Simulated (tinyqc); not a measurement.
Worked calculation: valley splitting of a silicon quantum well in envelope theory. Values are carried at full precision from step to step, so a last printed digit may differ when a step is redone from the rounded ones.

Constants: hbar^2/2m0 = 3.80998211 eV angstrom^2; kB = 8.617333262e-05 eV/K.

Parameters, chosen for this exercise (near those of a strained Si well in SiGe; not measured data):
- k0 = 0.837 2 pi/a (valley position)
- a = 5.431 angstrom (lattice constant)
- ml = 0.928 m0 (mass along z)
- F = 12.5 mV/nm (field pressing towards the upper interface)
- w = 0.4 angstrom (interface width parameter)
- L = 30 angstrom (well width)
- V0 = 0.2 eV (conduction offset)
- C0 = 0.26 (Bloch overlap factor)
- Yb = 0.31 (Ge share of the barrier)
- Yw = 0 (Ge share of the well)
- ad = 180 angstrom (dot radius)

## Wave number and lengths

q = 2 k0 (2 pi/a), its wavelength, the field length (c/(ml e F))^(1/3) with c = hbar^2/2m0 and 1 mV/nm = 1e-4 eV/angstrom, and the damping factor y/sinh(y), y = pi q w, of a step smoothed as 1/(1 + exp(z/w)).

q = 1.9367 1/angstrom
wavelength = 3.244 angstrom
field length = 14.9 angstrom
damping factor = 0.430

## The envelope

The well lies at 0 < z < L; U(z) = V0 [1/(1 + exp(z/w)) + 1/(1 + exp((L - z)/w))] - e F z, 1 mV/nm = 1e-4 eV/angstrom. The envelope psi solves -(c/ml) psi'' + U psi = E psi, c = hbar^2/2m0, by three-point differences on a grid of 0.1 angstrom from -40 to L + 40 angstrom. The two valleys at +/- k0 couple through D = C0 times the integral of exp(-i q z) U(z) psi^2, q = 2 k0 (2 pi/a), and split by Ev = 2|D|.

Two lowest levels, mean position, and psi^2 at both interfaces.

levels (meV): [6.67, 82.67]

<z> = 16.8 angstrom
psi^2 at z = 0 and L (1/angstrom): [0.00395, 0.0101]

The field makes psi^2 at the upper interface 2.56 times that at the lower one. The orbital spacing is 76.0 meV.

## Contributions to the coupling

Split D into the lower barrier, the upper barrier and the field term.

Parts of D (micro-eV):
```
part               real  imaginary     size
lower barrier    23.958     39.862   46.508
upper barrier  -104.588    -56.486  118.867
field term       -0.489     -0.367    0.611
```

## Valley splitting and phase

The inter-valley coupling D is the sum of the complex parts; Ev = 2|D|, the valley phase is arg D, and kB T equals Ev at T = Ev/kB.

Ev = 166 micro-eV
phase = -2.94 rad
T = 1.9 K

The upper barrier gives the largest part.

## Alloy disorder

Random alloy: with Y(z) = Yw + (Yb - Yw) B(z), B the bracket in U, and in-plane density exp(-r^2/ad^2)/(pi ad^2), D gains a random complex part of variance sigma^2 = (C0^2/pi)(a^2 V0/(8 ad (Yb - Yw)))^2 (4/a) times the integral of psi^4 Y (1 - Y). Alone it gives a mean splitting sqrt(pi) sigma; together with the smooth part the rms splitting is 2 sqrt(|D|^2 + sigma^2).

Give the integral, sigma, the mean splitting from disorder alone and the rms total.

integral = 4.29e-05 1/angstrom
sigma = 10.9 micro-eV
sqrt(pi) sigma = 19.3 micro-eV
rms splitting = 167.2 micro-eV

|D|/sigma = 7.61: the smooth part dominates, and the splitting scatters from dot to dot by about sqrt2 sigma, 9 % of Ev; this needs interfaces sharper than most grown wells have.

## Checks

- Lowest level for sharp walls and no field against the square well, meV: both 26.3.
- Size of one barrier part in that case against C0 V0 psi(0)^2/sqrt(q^2 + 4 kappa^2), micro-eV: both 1.7e+02.

tinyqc: `OMP_NUM_THREADS=1 python tinyqc.py 1281573 1281574 out.jsonl`; about 0.1 s, one thread, shared Intel(R) Xeon(R) Processor @ 2.30GHz.
